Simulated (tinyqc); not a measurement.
Inter-valley coupling by envelope functions against a chain of atomic planes, step by step. Values are carried at full precision from step to step, so a last printed digit may differ when a step is redone from the rounded ones.

Chain: E(phi) = e0 + 2 v cos(phi) + 2 u cos(2 phi), cos(phi0) = -v/(4u), e0 = 2u + v^2/(4u); plane j = 0, 1, ... has the potential V_j = dE x_j + F (j - 30) a/4 (1 MV/m = 1e-4 V/angstrom). There are 30 barrier planes a side; with y = j - 29.5, x_j = xb (f(y) + f(Nw - y)), f(y) = 1/(1 + exp(y/L)), plus any Ge added in the well. The valley splitting is the spacing of the two lowest levels. Envelope theory: F_j solves a one-valley chain with hopping -b and diagonal 2b + V_j, b = 4u sin^2(phi0), sum F_j^2 = 1; the valleys couple by Dv = sum_j F_j^2 V_j exp(-2 i phi0 j) and split by 2|Dv|.

Constants: hbar^2/2m0 = 3.80998211 eV angstrom^2.

Inputs chosen for the exercise (near those of the Delta valleys of silicon in a SiGe well; the results hold for these values, not for the real material):
- a = 5.431 angstrom (lattice constant; planes lie a/4 apart)
- u = 0.606 eV (second-neighbour hopping)
- v = 0.664 eV (nearest hopping)
- Nw = 69 (planes in the well)
- L = 1.25 planes (interface width)
- xb = 0.21 (Ge fraction of the barriers)
- dE = 0.51 eV (offset per unit Ge fraction)
- F = 0 MV/m (field)
- js = 40 (plane j of a Ge spike (the well starts at j = 30))
- xs = 0.04 (Ge fraction added on that plane)

## Valley phase, mass and the wavelengths that couple the valleys

phi0; b = 4u sin^2(phi0); mass m/m0 = c/(b (a/4)^2), c = hbar^2/2m0. A potential couples the valleys if its phase advances by 2 phi0 a plane, or, since only whole planes count, by 2 pi - 2 phi0: periods pi/phi0 and pi/(pi - phi0) planes.

phi0 = 1.84827 rad
b = 2.24211 eV
mass = 0.9218 m0

periods (planes): pi/phi0 1.6997, pi/(pi - phi0) 2.4291

longer period = 3.2981 angstrom

## The smooth well

Lowest doublet of the chain and the envelope result.

level (meV): chain 3.787, envelope 3.793

splitting (micro-eV): chain 0.0577, envelope 0.0460

planes covered, 1/sum F^4 = 51.18
largest F_j^2 = 0.02612

The levels agree within 0.01 meV. A graded interface has little Fourier weight at 2 phi0, so the splitting is a small remainder of cancelling terms; the envelope value is 0.80 times that of the chain.

## One plane of added Ge, to first order

F_j^2 of the smooth well on that plane = 0.00793

F_j is the envelope on plane j (sum F_j^2 = 1) and Dv the coupling of the two valleys, which split by 2|Dv|. A single plane has Fourier weight at all wavelengths: it adds dE xs F_j^2 to |Dv|, so the splitting is about 2 dE xs F_j^2 if this term rules, and the mean of the doublet rises by dE xs F_j^2.

splitting = 324 micro-eV
rise of the mean level = 0.162 meV

The chain with the spike gives 281 micro-eV and a rise of 0.141 meV; the envelope solved with the spike gives 280. First order is +15 % off: the state draws back from the spike, which the envelope solved anew includes.

## Checks

- Splitting with a weak spike (0.02) on plane j = 53 from the envelope against the chain (micro-eV): both 408.

Program tinyqc; command `OMP_NUM_THREADS=1 python tinyqc.py 1451968 1451969 out.jsonl`; about 0.1 s on one thread of a shared Intel(R) Xeon(R) Processor @ 2.30GHz.
